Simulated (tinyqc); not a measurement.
Signal and retention of a DRAM cell: failing cells against the refresh interval.

A stored one starts at Vd and leaks: Cs dV/dt = -I(V), I = a sqrt((V + Vb)/(Vd + Vb)) + b, with a = Ig exp[-(Eg1 q/kB)(1/T - 1/T0)] (generation in a depletion layer) and b = Is exp[-(Es q/kB)(1/T - 1/T0)]. The bit line is precharged to Vd/2, and charge sharing gives the signal (V - Vd/2) Cs/(Cs + Cb).

The cell fails below Vc = Vd/2 + dm (Cs + Cb)/Cs. With s = sqrt((Vc + Vb)/(Vd + Vb)), the time from Vd to Vc is t = [2 Cs (Vd + Vb)/a] [1 - s - (b/a) ln((a + b)/(a s + b))]. This time is the median of a log-normal spread: failing cells = Nc erfc(z/sqrt 2)/2, z = ln(t/tr)/sg.

Values chosen for this exercise: array voltage Vd = 1.2 V; cell capacitance Cs = 23 fF; bit-line capacitance Cb = 64 fF; smallest signal that the sense amplifier resolves dm = 65 mV; built-in plus back-bias voltage of the storage junction Vb = 1.17 V; junction leakage at V = Vd and T0 Ig = 3.9 fA; voltage-independent leakage at T0 Is = 0.15 fA; activation energy of Is Es = 0.4 eV; reference temperature T0 = 358 K; temperature T = 368 K; deviation of ln(retention time) over the cells sg = 0.57; cells Nc = 1.72e10; activation energy of Ig Eg1 = 0.59 eV.

Constants: q = 1.602176634e-19 C, kB = 1.380649e-23 J/K. Results are converted to the units shown.

Results:

| tr (ms) | z | failing cells |
|---|---|---|
| 16 | 7.646 | 1.783e-4 |
| 32 | 6.430 | 1.098 |
| 128 | 3.998 | 5.496e5 |
| 256 | 2.782 | 4.649e7 |
| 512 | 1.566 | 1.010e9 |
| 1024 | 0.3497 | 6.248e9 |
| 2048 | -0.8663 | 1.388e10 |

Estimate the missing row, tr = 64 ms.

Computed row:

| tr (ms) | z | failing cells |
|---|---|---|
| 64 | 5.214 | 1590 |

With this row back in the table: Doubling the interval lowers z by ln 2/sg = 1.22 and multiplies the count by 6160 between the first two rows and by 2.22 between the last two. The count passes 1 at tr = 32 ms among the rows.

Range of the model: Real arrays also hold a tail of unusually leaky cells and cells whose retention varies in time, which this model lacks.

Computed by the program tinyqc: `OMP_NUM_THREADS=1 python tinyqc.py 2130101 2130102 out.jsonl`, one thread of a shared Intel Xeon 2.30GHz, about 0.01 s for the whole run.
